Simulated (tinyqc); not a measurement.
# Trench capacitor in an array: capacitance, non-linearity, leakage and relaxation: several studies

A film between two metal electrodes, each interface adding a series capacitance ci. The small-signal permittivity is ek (1 + aq E^2); the field is found with the linear permittivity. Leakage J = J0 sinh(E/Ef). After a voltage step the film passes a relaxation current kr C V tt^(-nr), tt being the time in seconds. The sidewall is a coaxial capacitor with radii a = dm/2 - t and b = dm/2, depth AR dm; the end face is left out.

Inputs (values chosen for the exercise); permittivity of the order of that of silicon nitride:
- ek = 6.85 (relative permittivity of the film)
- t = 4.2 nm (film thickness)
- ci = 42 uF/cm^2 (capacitance of each electrode interface (dead layer and screening))
- aq = 0.0033 cm^2/MV^2 (quadratic field coefficient of the permittivity)
- V = 1.3 V (bias)
- nr = 0.924 (exponent of the relaxation current)
- kr = 0.0019 (strength of the relaxation)
- J0 = 4.8e-10 A/cm^2 (leakage prefactor)
- Ef = 0.32 MV/cm (field for an e-fold rise of the leakage)
- dm = 38 nm (diameter of the hole)
- pt = 79 nm (pitch of the square array)
- rho = 1200 uohm cm (resistivity of the inner electrode)
- t0 = 1e-7 s (duration of the write pulse)

Constants: eps0 = 8.8541878128e-14 F/cm where lengths are in cm. Results are converted to the units shown.

Each table varies one quantity; the others keep the values above.

## Capacitance, non-linearity and leakage against thickness

Planar film: Cf = eps0 ek/t, 1/C = 1/Cf + 2/ci, EOT = 3.9 eps0/C, effective permittivity C t/eps0, E = (V/t) C/Cf; quadratic coefficient [C(V)/C - 1]/V^2 with Cf (1 + aq E^2) in C(V).

Results:

| t (nm) | C (uF/cm^2) | EOT (nm) | effective permittivity | E (MV/cm) | quadratic coefficient (ppm/V^2) | J (A/cm^2) |
|---|---|---|---|---|---|---|
| 2.5 | 2.175 | 1.588 | 6.141 | 4.661 | 3.776e4 | 5.089e-4 |
| 3.7 | 1.521 | 2.271 | 6.354 | 3.259 | 1.919e4 | 6.359e-6 |
| 5.5 | 1.048 | 3.296 | 6.508 | 2.246 | 9349 | 2.679e-7 |
| 8.2 | 0.7145 | 4.833 | 6.617 | 1.531 | 4423 | 2.875e-8 |
| 12 | 0.4935 | 6.997 | 6.689 | 1.058 | 2134 | 6.536e-9 |
| 27 | 0.2223 | 15.54 | 6.778 | 0.4764 | 438.5 | 1.009e-9 |
| 40 | 0.1505 | 22.94 | 6.801 | 0.3227 | 201.8 | 5.703e-10 |
| 60 | 0.1006 | 34.33 | 6.817 | 0.2156 | 90.36 | 3.485e-10 |

Estimate the missing row, t = 18 nm.

Computed row:

| t (nm) | C (uF/cm^2) | EOT (nm) | effective permittivity | E (MV/cm) | quadratic coefficient (ppm/V^2) | J (A/cm^2) |
|---|---|---|---|---|---|---|
| 18 | 0.3316 | 10.41 | 6.742 | 0.7108 | 971.0 | 2.187e-9 |

With this row back in the table: C falls from 2.17 to 0.101 uF/cm^2 while the effective permittivity goes from 6.14 to 6.82 (ek = 6.85). EOT is a straight line in t with slope 3.9/ek = 0.569 and intercept 0.164 nm. The quadratic coefficient goes as t^(-1.73) between the first two rows and t^(-1.98) between the last two (-2 without interfaces), and J falls by 6.16 decades. For t = 2.5, 3.7 direct tunnelling, left out, would add to the leakage.

## Cell against the aspect ratio

Per length 1/c = ln(b/a)/(2 pi eps0 ek) + (1/a + 1/b)/(2 pi ci); cell capacitance c AR dm; per footprint over pt^2; fields c V/(2 pi eps0 ek r) at r = a and b; resistance of the inner electrode rho AR dm/(pi a^2); time constant R C/3 of the distributed line.

The same in every row: field at a (MV/cm) = 3.288; field at b (MV/cm) = 2.561.

Results:

| AR | cell capacitance (fF) | per footprint (uF/cm^2) | R (kohm) | R C/3 (ps) |
|---|---|---|---|---|
| 5 | 0.2710 | 4.342 | 3.313 | 0.2993 |
| 10 | 0.5420 | 8.685 | 6.627 | 1.197 |
| 20 | 1.084 | 17.37 | 13.25 | 4.789 |
| 30 | 1.626 | 26.05 | 19.88 | 10.78 |
| 70 | 3.794 | 60.79 | 46.39 | 58.67 |
| 100 | 5.420 | 86.85 | 66.27 | 119.7 |

Estimate the missing row, AR = 50.

Computed row:

| AR | cell capacitance (fF) | per footprint (uF/cm^2) | R (kohm) | R C/3 (ps) |
|---|---|---|---|---|
| 50 | 2.710 | 43.42 | 33.13 | 29.93 |

With this row back in the table: As AR goes from 5 to 100, the cell capacitance rises from 0.271 to 5.42 fF, the capacitance per footprint rises from 4.34 to 86.8 uF/cm^2, the ratio of the two fields stays at 1.28 and R C/3 rises from 0.299 to 120 ps; the time constant goes as AR^(2.00) between the first two rows and AR^(2.00) between the last two.

## Charge lost after writing

Planar film: Cf = eps0 ek/t, 1/C = 1/Cf + 2/ci, EOT = 3.9 eps0/C, effective permittivity C t/eps0, E = (V/t) C/Cf. A capacitor written for t0 and then left open loses, as a share of C V, kr (tt^(1 - nr) - t0^(1 - nr))/(1 - nr) by relaxation and J tt/(C V) by leakage; both are taken as small, and rows far outside that range are left out.

The same in every row: leakage current (nA/cm^2) = 2045.

Charge lost after writing:

| tt (s) | relaxation current (nA/cm^2) | loss by relaxation (%) | loss by leakage (%) | total loss (%) |
|---|---|---|---|---|
| 1e-6 | 1.168e6 | 0.1405 | 1.164e-4 | 0.1406 |
| 1e-5 | 1.391e5 | 0.3078 | 0.001164 | 0.3089 |
| 0.0001 | 1.657e4 | 0.5071 | 0.01164 | 0.5187 |
| 0.001 | 1974 | 0.7445 | 0.1164 | 0.8609 |
| 0.01 | 235.2 | 1.027 | 1.164 | 2.192 |

The two currents are equal at tt = 9.63e-4 s. The loss by relaxation grows from 0.140 to 1.03 %, by 0.167 points over the first decade and 0.283 over the last, while the loss by leakage grows tenfold a decade. Leakage is the larger loss for tt = 0.01 s. For tt = 0.01 the falling voltage would already cut the leakage, so the linear estimate overstates the loss.

Numbers from tinyqc (`OMP_NUM_THREADS=1 python tinyqc.py 2102186 2102187 out.jsonl`; about 0.01 s on one thread of a shared Intel Xeon 2.30GHz).
